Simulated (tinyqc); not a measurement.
Born-von Karman spring model of a cubic crystal with one atom per cell: one step, computed by the program tinyqc.

First neighbours lie at a/2 (1,1,0) (12 of them), second at a (1,0,0) (6), with all permutations and signs; the volume per atom is Omega = a^3/4.

Problem. Frequencies and polarisations. Diagonalise D. An eigenvalue lambda of D in eV/(angstrom^2 u) gives nu = 15.6333042 THz x sqrt(lambda). Eigenvectors are columns, with the largest component positive; the longitudinal weight is (e.q)^2/q^2.

Inputs (values chosen for the exercise, for a model crystal).

Lattice: fcc.

wave vector q (2 pi/a): [0.061, 0.25, 0.12]

D(q) (eV/(angstrom^2 u)):
```
,x,y,z
x,0.01003947,0.00396640,0.00206494
y,0.00396640,0.01812499,0.00766608
z,0.00206494,0.00766608,0.01124190
```

Constants: nu for 1 eV/(angstrom^2 u) = 15.6333042 THz.

Give: eigenvalues; frequencies; polarisation vectors; longitudinal weights.

Solution.

eigenvalues (eV/(angstrom^2 u)): [0.00621, 0.00873, 0.02446]

frequencies (THz): [1.232, 1.461, 2.445]

polarisation vectors:
```
,mode 1,mode 2,mode 3
x,0.1569,0.9425,0.2951
y,-0.5709,-0.1573,0.8058
z,0.8059,-0.2949,0.5134
```

longitudinal weights: [0.0165, 0.0037, 0.9798]

Mode 3 is the most longitudinal, with weight 0.98.
